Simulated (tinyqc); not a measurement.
Two coupled magnetic layers: synthetic antiferromagnet, spin flop, exchange bias and magnetoresistance: one step, computed by the program tinyqc. Command: `OMP_NUM_THREADS=1 python tinyqc.py 3014962 3014963 out.jsonl saf walk`. One thread of a shared host (Intel(R) Xeon(R) Processor @ 2.30GHz), about 0.2 s of CPU time with the checks.

Moments lie in the plane at the angles p1, p2 from the field. Energy per area: E = J1 cos(p1 - p2) + J2 cos^2(p1 - p2) - B M_s (t1 cos p1 + t2 cos p2) + K (t1 sin^2 p1 + t2 sin^2 p2).

Question. Saturation field. The parallel state is stable while the Hessian at p1 = p2 = 0 is positive: with c = J1 + 2 J2 and u = B M_s + 2K, (u t1 - c)(u t2 - c) > c^2, so B_sat M_s = c (1/t1 + 1/t2) - 2K. B_K = 2K/M_s.

Inputs (values chosen for the exercise, for a model stack):

| quantity | value | unit |
|---|---|---|
| saturation magnetisation M_s | 1290 | kA/m |
| thickness t1 | 1.8 | nm |
| thickness t2 | 1.8 | nm |
| antiferromagnetic coupling J1 | 1.1 | mJ/m^2 |
| biquadratic coupling J2 | 0.0078 | mJ/m^2 |
| in-plane anisotropy K | 18 | kJ/m^3 |
| field over the saturation field | 0.56 | - |

Field direction: along the easy axis.

Give: exchange field c (1/t1 + 1/t2)/M_s; B_K; saturation field B_sat; applied field B.

Answer.

exchange field c (1/t1 + 1/t2)/M_s = 960.90 mT

B_K = 27.907 mT

saturation field B_sat = 932.99 mT

applied field B = 522.47 mT
